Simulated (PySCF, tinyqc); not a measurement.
Worked calculation (part 2 of 2): RHF in the sto-3g basis, for H6, spin multiplicity 1. The lowest restricted solution is unstable here: a spin-polarised one lies 0.0181 hartree lower (PySCF). Computed by tinyqc, a small Python program that keeps every step (integrals from PySCF). Command: `OMP_NUM_THREADS=1 python tinyqc.py 23261 23262 out.jsonl` (the two numbers bound the seeds that draw the settings). One thread of a shared host (Intel(R) Xeon(R) Processor @ 2.60GHz), about 0.06 s of CPU time with the checks.

Geometry (angstrom):
```
atom         x         y         z
H     0.000000  0.000000  0.000000
H     0.000000  0.000000  1.237000
H     0.000000  0.000000  2.948000
H     0.000000  0.000000  4.185000
H     0.000000  0.000000  5.896000
H     0.000000  0.000000  7.133000
```

## Iteration 4: DIIS over 4 matrices

error matrix X^T (FDS - SDF) X:
```
           1          2          3          4          5          6
1   0.000000  -0.000543  -0.000348  -0.000043   0.000302   0.000000
2   0.000543   0.000000   0.000148   0.000302   0.000000  -0.000302
3   0.000348  -0.000148   0.000000   0.000000  -0.000302   0.000043
4   0.000043  -0.000302   0.000000   0.000000  -0.000148   0.000348
5  -0.000302   0.000000   0.000302   0.000148   0.000000   0.000543
6   0.000000   0.000302  -0.000043  -0.000348  -0.000543   0.000000
```

B (overlaps of the stored error matrices), lower triangle:
```
                1               2              3              4
1   7.2753970e-01
2  -7.2948918e-02   2.0083162e-02
3   5.0892296e-03   2.6921879e-03  8.9146515e-04
4   8.7076637e-04  -4.0409913e-05  2.6031515e-05  2.4888552e-06
```

Minimise |sum c_i e_i|^2 with sum c_i = 1: solve [B -1; -1 0][c; lambda] = [0; -1] with B_ij = tr e_i^T e_j, and take F = sum c_i F_i.

DIIS coefficients: 0.003875  0.039903  -0.175675  1.131896

extrapolated F (hartree), lower triangle:
```
           1H 1s      2H 1s      3H 1s      4H 1s      5H 1s      6H 1s
1H 1s  -0.183997
2H 1s  -0.387441  -0.199966
3H 1s  -0.036022  -0.143362  -0.200537
4H 1s   0.007724  -0.035637  -0.386523  -0.200537
5H 1s   0.000777  -0.000652  -0.035637  -0.143362  -0.199966
6H 1s  -0.001673   0.000777   0.007724  -0.036022  -0.387441  -0.183997
```

## Iteration 4: diagonalisation and new density

X, lower triangle:
```
           1H 1s      2H 1s      3H 1s      4H 1s      5H 1s     6H 1s
1H 1s   1.057511
2H 1s  -0.205461   1.073316
3H 1s   0.019714  -0.109077   1.074162
4H 1s  -0.003977   0.020072  -0.209054   1.074162
5H 1s   0.000415  -0.001979   0.020072  -0.109077   1.073316
6H 1s  -0.000089   0.000415  -0.003977   0.019714  -0.205461  1.057511
```

Diagonalise F' = X^T F X, C = X C', fill 3 alpha and 3 beta electrons from the bottom; D = 2 C_occ C_occ^T. Each column has its largest component positive (the first on a tie).

F' = X^T F X (hartree), lower triangle:
```
           1          2          3          4          5          6
1  -0.046330
2  -0.373394  -0.037670
3   0.024553  -0.136058  -0.037436
4   0.004452   0.025156  -0.375684  -0.037436
5   0.000722  -0.002065   0.025156  -0.136058  -0.037670
6  -0.001969   0.000722   0.004452   0.024553  -0.373394  -0.046330
```

orbital energies (hartree): MO1 -0.478522, MO2 -0.427310, MO3 -0.364438, MO4 0.214834, MO5 0.341805, MO6 0.470759

coefficients C:
```
            MO1        MO2        MO3        MO4        MO5        MO6
1H 1s  0.242808   0.413855  -0.369078  -0.493340  -0.620517   0.407521
2H 1s  0.302480   0.429380  -0.296588   0.361512   0.647615  -0.540928
3H 1s  0.417316   0.066203   0.431897   0.562782  -0.132678   0.714728
4H 1s  0.417316  -0.066203   0.431897  -0.562782  -0.132678  -0.714728
5H 1s  0.302480  -0.429380  -0.296588  -0.361512   0.647615   0.540928
6H 1s  0.242808  -0.413855  -0.369078   0.493340  -0.620517  -0.407521
```

D after iteration 4, lower triangle:
```
           1H 1s      2H 1s      3H 1s      4H 1s     5H 1s     6H 1s
1H 1s   0.732901
2H 1s   0.721220   0.727653
3H 1s  -0.061355   0.053122   0.730140
4H 1s  -0.170950  -0.060584   0.712608   0.730140
5H 1s   0.010416  -0.009817  -0.060584   0.053122  0.727653
6H 1s   0.047798   0.010416  -0.170950  -0.061355  0.721220  0.732901
```

## Iteration 8 (converged): orbitals

converged F (hartree), lower triangle:
```
           1H 1s      2H 1s      3H 1s      4H 1s      5H 1s      6H 1s
1H 1s  -0.184033
2H 1s  -0.387598  -0.200041
3H 1s  -0.036042  -0.143371  -0.200666
4H 1s   0.007750  -0.035641  -0.386609  -0.200666
5H 1s   0.000785  -0.000645  -0.035641  -0.143371  -0.200041
6H 1s  -0.001666   0.000785   0.007750  -0.036042  -0.387598  -0.184033
```

As before.

F' = X^T F X (hartree), lower triangle:
```
           1          2          3          4          5          6
1  -0.046306
2  -0.373552  -0.037689
3   0.024541  -0.136049  -0.037551
4   0.004481   0.025151  -0.375727  -0.037551
5   0.000726  -0.002059   0.025151  -0.136049  -0.037689
6  -0.001964   0.000726   0.004481   0.024541  -0.373552  -0.046306
```

orbital energies (hartree): MO1 -0.478661, MO2 -0.427478, MO3 -0.364599, MO4 0.214928, MO5 0.341964, MO6 0.470754

coefficients C:
```
            MO1        MO2        MO3        MO4        MO5        MO6
1H 1s  0.242792   0.413844  -0.369055  -0.493171  -0.620537   0.407736
2H 1s  0.302459   0.429389  -0.296643   0.361270   0.647599  -0.541083
3H 1s  0.417340   0.066211   0.431882   0.563090  -0.132650   0.714485
4H 1s  0.417340  -0.066211   0.431882  -0.563090  -0.132650  -0.714485
5H 1s  0.302459  -0.429389  -0.296643  -0.361270   0.647599   0.541083
6H 1s  0.242792  -0.413844  -0.369055   0.493171  -0.620537  -0.407736
```

D after iteration 8, lower triangle:
```
           1H 1s      2H 1s      3H 1s      4H 1s     5H 1s     6H 1s
1H 1s   0.732833
2H 1s   0.721225   0.727708
3H 1s  -0.061321   0.053088   0.730157
4H 1s  -0.170924  -0.060633   0.712622   0.730157
5H 1s   0.010424  -0.009793  -0.060633   0.053088  0.727708
6H 1s   0.047766   0.010424  -0.170924  -0.061321  0.721225  0.732833
```

## Convergence

Stop when the energy changes by less than 1e-10 hartree and every element of the error matrix X^T (F D S - S D F) X is below 3e-06.

Course of the cycle:
```
iteration  E (hartree)     change  largest element of the error matrix
1          -2.65738137          -                             3.69e-01
2          -2.97092907  -3.14e-01                             5.62e-02
3          -2.97767811  -6.75e-03                             1.05e-02
4          -2.97810600  -4.28e-04                             5.43e-04
5          -2.97810703  -1.04e-06                             4.25e-05
6          -2.97810704  -5.01e-09                             5.60e-06
7          -2.97810704  -1.01e-10                             4.79e-07
8          -2.97810704  -8.03e-13                             1.01e-07
```

PySCF RHF in the same basis = -2.97810704 hartree

Converged in 8 iterations.

## Populations, bond orders and dipole

overlap S, lower triangle:
```
          1H 1s     2H 1s     3H 1s     4H 1s     5H 1s     6H 1s
1H 1s  1.000000
2H 1s  0.368745  1.000000
3H 1s  0.020370  0.188128  1.000000
4H 1s  0.001095  0.020370  0.368745  1.000000
5H 1s  0.000006  0.000296  0.020370  0.188128  1.000000
6H 1s  0.000000  0.000006  0.001095  0.020370  0.368745  1.000000
```

Mulliken: Z minus the diagonal of D S on the atom; Loewdin: the same with S^(1/2) D S^(1/2); Mayer order: 2 sum_s sum (D(s) S)_ij (D(s) S)_ji over the two atoms.

Charges (e):
```
atom   Mulliken    Loewdin
1H     0.002655   0.001078
2H    -0.002406  -0.000839
3H    -0.000249  -0.000239
4H    -0.000249  -0.000239
5H    -0.002406  -0.000839
6H     0.002655   0.001078
```

Mayer bond orders:
```
pair      order
2-1    0.967240
3-1   -0.000692
3-2    0.033210
4-1    0.031164
4-2   -0.000685
4-3    0.937003
5-1   -0.000029
5-2    0.000258
5-3   -0.000685
5-4    0.033210
6-1    0.002310
6-2   -0.000029
6-3    0.031164
6-4   -0.000692
6-5    0.967240
```

dipole moment about the origin, x y z (debye): 0.000000  0.000000  0.000000
